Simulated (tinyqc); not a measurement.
Lateral field, substrate current, probability of reaching the oxide barrier and hot-carrier lifetime of a silicon transistor (pseudo-two-dimensional and lucky-electron models): one step, computed by the program tinyqc. Command: `OMP_NUM_THREADS=1 python tinyqc.py 3011654 3011655 out.jsonl hotcar walk`. One thread of a shared host (Intel(R) Xeon(R) Processor @ 2.30GHz), about 0.01 s of CPU time with the checks.

Local-field models: a lucky carrier gains its energy at the peak field over a path free of collisions. Voltages are magnitudes.

Task: Peak lateral field. C_ox = 3.9 eps_0/t; F_sat = 2 v_s/mu; V_Dsat = V_ov F_sat L/(V_ov + F_sat L), V_ov = V_G - V_T; I_D/W = C_ox v_s (V_ov - V_Dsat). Scale length l = 0.22 t^(1/3) x_j^(1/2) (all in cm); F_m = sqrt(((V_D - V_Dsat)/l_e)^2 + F_sat^2), with l_e = l; length of the velocity-saturated region l_e ln((V_D - V_Dsat)/(l_e F_sat) + F_m/F_sat).

Inputs (values chosen for the exercise, modelled on a silicon n-channel):

| quantity | value | unit |
|---|---|---|
| channel length L | 370 | nm |
| oxide thickness t | 7.6 | nm |
| junction depth x_j | 59 | nm |
| mobility mu | 410 | cm^2/(V s) |
| saturation velocity v_s | 0.79 | 1e7 cm/s |
| threshold voltage V_T | 0.72 | V |
| gate voltage V_G | 1.5 | V |
| drain voltage V_D | 2.5 | V |
| ionisation prefactor A_i | 2.2e+06 | 1/cm |
| ionisation field B_i | 1.65 | MV/cm |
| hot-carrier mean free path lambda | 8.7 | nm |
| oxide barrier phi_b | 3.1 | eV |
| interface-trap threshold phi_it | 3.8 | eV |
| lifetime constant H | 60 | s microampere/micrometre |

Drain: abrupt.

Constants: eps_0 = 8.8541878128e-12 F/m.

Give: scale length l; peak field F_m; velocity-saturated length; energy gained over one free path, e lambda F_m.

Result:

scale length l = 48.77 nm

peak field F_m = 411.1 kV/cm

velocity-saturated length = 149.1 nm

energy gained over one free path, e lambda F_m = 0.3576 eV

Caution: the empirical formula for l was fitted to oxides of about 15 nm or more; for thinner ones it is an extrapolation. Caution: e V_D is below phi_b or phi_it, so the available energy, not the field, limits hot carriers, and the lucky-electron formulas overstate them.
